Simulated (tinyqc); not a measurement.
Inside a calculation. Method: RKS/PBE0 in the 6-31g basis, for H2, spin multiplicity 1. Computed by tinyqc, a small Python program that keeps every step (integrals from PySCF). Settings: charge = 0, multiplicity = 1, basis = 6-31g, energy threshold = 1e-09, iteration cap = 71, orthogonalisation = symmetric, start = core, DIIS depth = 6, DIIS from iteration = 3, damping = 0.3, method = RKS, functional = pbe0, grid = [40, 26]. Command: `OMP_NUM_THREADS=1 python tinyqc.py 31438 31439 out.jsonl` (the two numbers bound the seeds that draw the settings). One thread of a shared host (Intel(R) Xeon(R) Processor @ 2.60GHz), about 0.2 s of CPU time with the checks. Later iterations appear only in the table of the cycle.

## One-electron integrals

Geometry (angstrom):
```
atom         x         y         z
H     0.000000  0.000000  0.000000
H     0.000000  0.000000  0.909000
```

Basis 6-31g: exponents (1/bohr^2) and contraction coefficients of normalised primitives:
```
element  l (shell)   exponent  coefficient
H            s (1)  18.731137     0.033495
H            s (1)   2.825394     0.234727
H            s (1)   0.640122     0.813757
H            s (2)   0.161278     1.000000
```

Overlap, kinetic and nuclear-attraction integrals over the contracted functions; the nuclear repulsion is the sum of Za Zb / Rab.

nuclear repulsion = 0.58215315 hartree

overlap S, lower triangle:
```
          1H 1s     1H 2s     2H 1s     2H 2s
1H 1s  1.000000
1H 2s  0.658292  1.000000
2H 1s  0.316275  0.446670  1.000000
2H 2s  0.446670  0.788249  0.658292  1.000000
```

kinetic energy T (hartree), lower triangle:
```
          1H 1s     1H 2s     2H 1s     2H 2s
1H 1s  1.395678
1H 2s  0.259735  0.241917
2H 1s  0.081897  0.130391  1.395678
2H 2s  0.130391  0.160442  0.259735  0.241917
```

nuclear attraction V (hartree), lower triangle:
```
           1H 1s      1H 2s      2H 1s      2H 2s
1H 1s  -2.233076
1H 2s  -1.115451  -1.125387
2H 1s  -0.655671  -0.783242  -2.233076
2H 2s  -0.783242  -0.935580  -1.115451  -1.125387
```

core Hamiltonian H = T + V (hartree), lower triangle:
```
           1H 1s      1H 2s      2H 1s      2H 2s
1H 1s  -0.837398
1H 2s  -0.855716  -0.883470
2H 1s  -0.573775  -0.652851  -0.837398
2H 2s  -0.652851  -0.775139  -0.855716  -0.883470
```

## Two-electron integrals

Functions are numbered as in S; the eight-fold symmetry (ij|kl) = (ji|kl) = (kl|ij) leaves the list below.

Two-electron integrals (ij|kl) in chemists' order, unique and non-zero (hartree):
```
(11|11) 1.076566   (21|11) 0.578470   (21|21) 0.329423   (22|11) 0.587396
(22|21) 0.361304   (22|22) 0.453150   (31|11) 0.265919   (31|21) 0.153670
(31|22) 0.171574   (31|31) 0.094277   (32|11) 0.275030   (32|21) 0.169673
(32|22) 0.211440   (32|31) 0.111436   (32|32) 0.150584   (33|11) 0.564357
(33|21) 0.357290   (33|22) 0.461957   (33|31) 0.265919   (33|32) 0.383855
(33|33) 1.076566   (41|11) 0.383855   (41|21) 0.219722   (41|22) 0.242956
(41|31) 0.111436   (41|32) 0.126271   (41|33) 0.275030   (41|41) 0.150584
(42|11) 0.433831   (42|21) 0.268995   (42|22) 0.343522   (42|31) 0.143869
(42|32) 0.188457   (42|33) 0.433831   (42|41) 0.188457   (42|42) 0.281559
(43|11) 0.357290   (43|21) 0.224943   (43|22) 0.292071   (43|31) 0.153670
(43|32) 0.219722   (43|33) 0.578470   (43|41) 0.169673   (43|42) 0.268995
(43|43) 0.329423   (44|11) 0.461957   (44|21) 0.292071   (44|22) 0.390467
(44|31) 0.171574   (44|32) 0.242956   (44|33) 0.587396   (44|41) 0.211440
(44|42) 0.343522   (44|43) 0.361304   (44|44) 0.453150
```

## Orthogonalisation

S = U s U^T; symmetric (Loewdin) form X = U s^(-1/2) U^T, so that X^T S X = 1.

eigenvalues of S: 0.130762  0.422381  0.764714  2.682143

X, lower triangle:
```
           1H 1s      1H 2s      2H 1s     2H 2s
1H 1s   1.261148
1H 2s  -0.497603   1.767965
2H 1s  -0.089588   0.043800   1.261148
2H 2s   0.043800  -0.790243  -0.497603  1.767965
```

## Starting guess

The start is the orbitals of the core Hamiltonian; D = 2 C_occ C_occ^T.

D at the start, lower triangle:
```
          1H 1s     1H 2s     2H 1s     2H 2s
1H 1s  0.333359
1H 2s  0.177484  0.094495
2H 1s  0.333359  0.177484  0.333359
2H 2s  0.177484  0.094495  0.177484  0.094495
```

## Iteration 1: exchange-correlation on the grid

Becke grid with 40 radial and 26 angular points per atom, points of zero weight dropped. rho = sum D_ij phi_i phi_j; V_xc,ij = sum w v_xc phi_i phi_j plus the gradient terms; v_xc is d(rho eps)/d rho at fixed gradient. Exact exchange is left to K.

The 16 grid points with the largest w rho, of 2063 (bohr, atomic units):
```
x                  y         z         w       rho  |grad rho|^2     eps_xc       v_xc
0.000000    0.000000  0.864351  0.028923  0.202754      0.000019  -0.383937  -0.500025
0.000000    0.000000  0.853410  0.028923  0.202754      0.000019  -0.383937  -0.500025
0.000000    0.000000  0.978667  0.028001  0.208482      0.009105  -0.386843  -0.504689
0.000000    0.000000  0.739094  0.028001  0.208482      0.009105  -0.386843  -0.504689
-0.709864   0.000000  1.007897  0.050669  0.103948      0.032407  -0.313436  -0.400004
0.000000    0.709864  1.007897  0.050669  0.103948      0.032407  -0.313436  -0.400004
0.709864    0.000000  1.007897  0.050669  0.103948      0.032407  -0.313436  -0.400004
0.000000   -0.709864  1.007897  0.050669  0.103948      0.032407  -0.313436  -0.400004
-0.709864   0.000000  0.709864  0.050669  0.103948      0.032407  -0.313436  -0.400004
0.000000   -0.709864  0.709864  0.050669  0.103948      0.032407  -0.313436  -0.400004
0.000000    0.709864  0.709864  0.050669  0.103948      0.032407  -0.313436  -0.400004
0.709864    0.000000  0.709864  0.050669  0.103948      0.032407  -0.313436  -0.400004
0.611189    0.000000  1.106572  0.039745  0.126041      0.046694  -0.331932  -0.425631
-0.611189   0.000000  1.106572  0.039745  0.126041      0.046694  -0.331932  -0.425631
0.000000    0.611189  1.106572  0.039745  0.126041      0.046694  -0.331932  -0.425631
0.000000   -0.611189  1.106572  0.039745  0.126041      0.046694  -0.331932  -0.425631
```

electrons on the grid, sum of w rho = 2.000908

E_xc = sum of w rho eps_xc = -0.55397126 hartree

V_xc (hartree), lower triangle:
```
           1H 1s      1H 2s      2H 1s      2H 2s
1H 1s  -0.416894
1H 2s  -0.223588  -0.214615
2H 1s  -0.132619  -0.158150  -0.416894
2H 2s  -0.158150  -0.180352  -0.223588  -0.214615
```

## Iteration 1: building the Kohn-Sham matrix

J_ij = sum D_kl (ij|kl), K_ij = sum D_kl (ik|jl); F = H + J - 0.125 K + V_xc; E = tr D H + tr D J / 2 - 0.0625 tr D K + E_xc + E_nn.

Coulomb J (hartree), lower triangle:
```
          1H 1s     1H 2s     2H 1s     2H 2s
1H 1s  1.471508
1H 2s  0.861983  1.002067
2H 1s  0.487974  0.608995  1.471508
2H 2s  0.608995  0.828060  0.861983  1.002067
```

exchange K (hartree), lower triangle:
```
          1H 1s     1H 2s     2H 1s     2H 2s
1H 1s  1.090188
1H 2s  0.860453  0.773175
2H 1s  0.780668  0.776986  1.090188
2H 2s  0.776986  0.744298  0.860453  0.773175
```

Kohn-Sham matrix F (hartree), lower triangle:
```
           1H 1s      1H 2s      2H 1s      2H 2s
1H 1s   0.080943
1H 2s  -0.324878  -0.192665
2H 1s  -0.316003  -0.299129   0.080943
2H 2s  -0.299129  -0.220468  -0.324878  -0.192665
```

total energy of this density = -1.11735861 hartree

This density is the starting one.

## Iteration 1: diagonalisation and new density

Diagonalise F' = X^T F X, C = X C', fill 1 alpha and 1 beta electrons from the bottom; D = 2 C_occ C_occ^T; the new density keeps 0.3 of the old one (damping). Each column has its largest component positive (the first on a tie).

F' = X^T F X (hartree), lower triangle:
```
           1          2          3         4
1   0.512917
2  -0.480158   0.240014
3  -0.257113  -0.054847   0.512917
4  -0.054847  -0.129616  -0.480158  0.240014
```

orbital energies (hartree): MO1 -0.356821, MO2 0.099757, MO3 0.723023, MO4 1.039903

coefficients C:
```
            MO1        MO2        MO3        MO4
1H 1s  0.303219   0.188480   0.835047  -1.011572
1H 2s  0.309663   1.322277  -0.696454   1.292423
2H 1s  0.303219  -0.188480   0.835047   1.011572
2H 2s  0.309663  -1.322277  -0.696454  -1.292423
```

D after iteration 1, lower triangle:
```
          1H 1s     1H 2s     2H 1s     2H 2s
1H 1s  0.228726
1H 2s  0.184699  0.162596
2H 1s  0.228726  0.184699  0.228726
2H 2s  0.184699  0.162596  0.184699  0.162596
```

## Iteration 2: exchange-correlation on the grid

As before.

The 16 grid points with the largest w rho, of 2063 (bohr, atomic units):
```
x                  y         z         w       rho  |grad rho|^2     eps_xc       v_xc
0.000000    0.000000  0.864351  0.028923  0.173915      0.000011  -0.366550  -0.477163
0.000000    0.000000  0.853410  0.028923  0.173915      0.000011  -0.366550  -0.477163
0.000000    0.000000  0.739094  0.028001  0.178221      0.005136  -0.368982  -0.481067
0.000000    0.000000  0.978667  0.028001  0.178221      0.005136  -0.368982  -0.481067
1.330308    0.000000  1.717761  0.188169  0.026308      0.003223  -0.214317  -0.245506
0.000000    1.330308  1.717761  0.188169  0.026308      0.003223  -0.214317  -0.245506
-1.330308   0.000000  1.717761  0.188169  0.026308      0.003223  -0.214317  -0.245506
0.000000   -1.330308  1.717761  0.188169  0.026308      0.003223  -0.214317  -0.245506
0.000000    1.330308  0.000000  0.188169  0.026308      0.003223  -0.214317  -0.245506
-1.330308   0.000000  0.000000  0.188169  0.026308      0.003223  -0.214317  -0.245506
0.000000   -1.330308  0.000000  0.188169  0.026308      0.003223  -0.214317  -0.245506
1.330308    0.000000  0.000000  0.188169  0.026308      0.003223  -0.214317  -0.245506
0.000000    1.158819  1.717761  0.129932  0.037665      0.006540  -0.236447  -0.277867
1.158819    0.000000  1.717761  0.129932  0.037665      0.006540  -0.236447  -0.277867
0.000000   -1.158819  1.717761  0.129932  0.037665      0.006540  -0.236447  -0.277867
-1.158819   0.000000  1.717761  0.129932  0.037665      0.006540  -0.236447  -0.277867
```

electrons on the grid, sum of w rho = 1.997201

E_xc = sum of w rho eps_xc = -0.50617340 hartree

V_xc (hartree), lower triangle:
```
           1H 1s      1H 2s      2H 1s      2H 2s
1H 1s  -0.402099
1H 2s  -0.220155  -0.219121
2H 1s  -0.128356  -0.155369  -0.402099
2H 2s  -0.155369  -0.183570  -0.220155  -0.219121
```

## Iteration 2: building the Kohn-Sham matrix

As before.

Coulomb J (hartree), lower triangle:
```
          1H 1s     1H 2s     2H 1s     2H 2s
1H 1s  1.397726
1H 2s  0.826665  0.976590
2H 1s  0.463212  0.582961  1.397726
2H 2s  0.582961  0.805506  0.826665  0.976590
```

exchange K (hartree), lower triangle:
```
          1H 1s     1H 2s     2H 1s     2H 2s
1H 1s  0.992359
1H 2s  0.831454  0.799132
2H 1s  0.716083  0.751399  0.992359
2H 2s  0.751399  0.768444  0.831454  0.799132
```

Kohn-Sham matrix F (hartree), lower triangle:
```
           1H 1s      1H 2s      2H 1s      2H 2s
1H 1s   0.034184
1H 2s  -0.353137  -0.225893
2H 1s  -0.328429  -0.319184   0.034184
2H 2s  -0.319184  -0.249258  -0.353137  -0.225893
```

total energy of this density = -1.14112860 hartree

This density is a damped mixture and is not idempotent.

## Iteration 2: diagonalisation and new density

As before.

F' = X^T F X (hartree), lower triangle:
```
           1          2          3         4
1   0.465631
2  -0.483063   0.217523
3  -0.252459  -0.058251   0.465631
4  -0.058251  -0.135726  -0.483063  0.217523
```

orbital energies (hartree): MO1 -0.397800, MO2 0.073347, MO3 0.692769, MO4 0.997992

coefficients C:
```
            MO1        MO2        MO3        MO4
1H 1s  0.309185   0.205821   0.832856  -1.008186
1H 2s  0.304673   1.299890  -0.698651   1.314937
2H 1s  0.309185  -0.205821   0.832856   1.008186
2H 2s  0.304673  -1.299890  -0.698651  -1.314937
```

D after iteration 2, lower triangle:
```
          1H 1s     1H 2s     2H 1s     2H 2s
1H 1s  0.202451
1H 2s  0.187290  0.178734
2H 1s  0.202451  0.187290  0.202451
2H 2s  0.187290  0.178734  0.187290  0.178734
```

## Iteration 17 (converged): orbitals

converged F (hartree), lower triangle:
```
           1H 1s      1H 2s      2H 1s      2H 2s
1H 1s   0.019635
1H 2s  -0.362176  -0.236653
2H 1s  -0.332325  -0.325607   0.019635
2H 2s  -0.325607  -0.258588  -0.362176  -0.236653
```

Diagonalise F' = X^T F X, C = X C', fill 1 alpha and 1 beta electrons from the bottom; D = 2 C_occ C_occ^T. Each column has its largest component positive (the first on a tie).

F' = X^T F X (hartree), lower triangle:
```
           1          2          3         4
1   0.451110
2  -0.484167   0.210265
3  -0.250951  -0.059321   0.451110
4  -0.059321  -0.137751  -0.484167  0.210265
```

orbital energies (hartree): MO1 -0.410886, MO2 0.064787, MO3 0.683560, MO4 0.985290

coefficients C:
```
            MO1        MO2        MO3        MO4
1H 1s  0.310793   0.211265   0.832258  -1.007059
1H 2s  0.303323   1.292767  -0.699238   1.321941
2H 1s  0.310793  -0.211265   0.832258   1.007059
2H 2s  0.303323  -1.292767  -0.699238  -1.321941
```

D after iteration 17, lower triangle:
```
          1H 1s     1H 2s     2H 1s     2H 2s
1H 1s  0.193185
1H 2s  0.188541  0.184009
2H 1s  0.193185  0.188541  0.193185
2H 2s  0.188541  0.184009  0.188541  0.184009
```

## Convergence

Stop when the energy changes by less than 1e-09 hartree and every element of the error matrix X^T (F D S - S D F) X is below 9e-06.

Course of the cycle:
```
iteration  E (hartree)     change  largest element of the error matrix
1          -1.11735861          -                             1.38e-01
2          -1.14112860  -2.38e-02                             3.41e-02
3          -1.14790774  -6.78e-03                             8.64e-03
4          -1.14992310  -2.02e-03                             2.21e-03
5          -1.15052664  -6.04e-04                             6.69e-04
6          -1.15070763  -1.81e-04                             2.03e-04
7          -1.15076192  -5.43e-05                             6.22e-05
8          -1.15077821  -1.63e-05                             1.96e-05
9          -1.15078310  -4.89e-06                             6.65e-06
10         -1.15078456  -1.47e-06                             2.00e-06
11         -1.15078500  -4.40e-07                             5.92e-07
12         -1.15078513  -1.32e-07                             1.72e-07
13         -1.15078517  -3.96e-08                             4.90e-08
14         -1.15078519  -1.19e-08                             1.37e-08
15         -1.15078519  -3.56e-09                             4.14e-09
16         -1.15078519  -1.07e-09                             1.26e-09
17         -1.15078519  -3.21e-10                             3.92e-10
```

PySCF RKS in the same basis, fine grid = -1.15061515 hartree

Converged in 17 iterations. The coarse grid moves the energy by -1.70e-04 hartree.

## Populations, bond orders and dipole

Mulliken: Z minus the diagonal of D S on the atom; Loewdin: the same with S^(1/2) D S^(1/2); Mayer order: 2 sum_s sum (D(s) S)_ij (D(s) S)_ji over the two atoms.

Charges (e):
```
atom  Mulliken  Loewdin
1H           0        0
2H           0        0
```

Mayer bond orders:
```
pair     order
2-1   1.000000
```

dipole moment about the origin, x y z (debye): 0.000000  0.000000  0.000000
